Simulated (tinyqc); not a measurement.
Heavy doping: band filling, gap narrowing, band tails and the effective intrinsic density. From E_F above the band edge back to donor density N_D. Computed by tinyqc, a small Python program. Command: `OMP_NUM_THREADS=1 python tinyqc.py 3018177 3018178 out.jsonl gapnarrow inv`. One thread of a shared host (Intel(R) Xeon(R) Processor @ 2.30GHz), about 0.07 s of CPU time with the checks.

An n-type crystal above its Mott density, with all dopants ionised: n = N_D - N_A, ionised centres N_I = N_D + N_A. Valleys are taken as spherical with mass m_e.

Inputs (values chosen for the exercise, for a model semiconductor):
```
quantity                    value  unit
gap E_g                      1.11    eV
electron mass m_e           0.349   m_0
valleys M_c                     6     -
dielectric constant eps      8.39     -
compensation ratio N_A/N_D    0.1     -
temperature T                 300     K
```

Conduction band: parabolic.

Constants: a_0 = 0.529177210903 angstrom; Ry = 13.605693123 eV; k_B = 8.617333262e-05 eV/K; hbar^2/(2 m_0) = 3.80998212 eV angstrom^2.

Method:
- n = N_D (1 - ratio); Ry* = Ry m_e/eps^2, a* = a_0 eps/m_e; r_s = (3/(4 pi n))^(1/3)/a*; k_F = (3 pi^2 n/M_c)^(1/3); Mott density (0.26/a*)^3.
- n = M_c (1/(2 pi^2)) (m_e/(hbar^2/2m_0))^(3/2) int sqrt(E) f dE, f = 1/(1 + exp((E - E_F)/k_B T)); trapezoid rule in t = sqrt(E/k_B T), step 0.02 up to 12; E_F by bisection from the band edge.
- At T = 0, E_F = (hbar^2/2m_0) k_F^2/m_e; dn/dE_F uses f (1 - f)/k_B T in place of f.

Problem. A run gave the result below. Find the donor density N_D, known to lie between 1e+20 and 2.2e+20 cm^-3.

E_F above the band edge = 86.63995 meV

Solution.

Each step takes the trial c = (a f_b - b f_a)/(f_b - f_a), f being the result less the target and a, b, c the logarithms of the listed values; c replaces end b, the old b replaces a if the sign of f changed, and otherwise f_a is halved.

Scan of the range:
```
donor density N_D (cm^-3)  E_F above the band edge (meV)
1.00e+20                                          53.027
1.14e+20                                          59.842
1.30e+20                                          67.116
1.48e+20                                          74.783
1.69e+20                                          83.187
1.93e+20                                          92.226
2.20e+20                                         101.825
```

False position (Illinois rule, in the logarithm of the input) inside the bracket:
```
step        end a        end b        trial  E_F above the band edge (meV)
1     1.69000e+20  1.93000e+20  1.77794e+20                        86.5619
2     1.93000e+20  1.77794e+20  1.77995e+20                        86.6382
3     1.93000e+20  1.77995e+20  1.78004e+20                        86.6416
4     1.77995e+20  1.78004e+20  1.78000e+20                        86.6399
```

E_F above the band edge rises at every point of a 13-point scan of the range (every second point is shown), so one value fits; it is bracketed by 1.69e20 and 1.93e20. Answer: donor density N_D = 1.780e20 cm^-3.
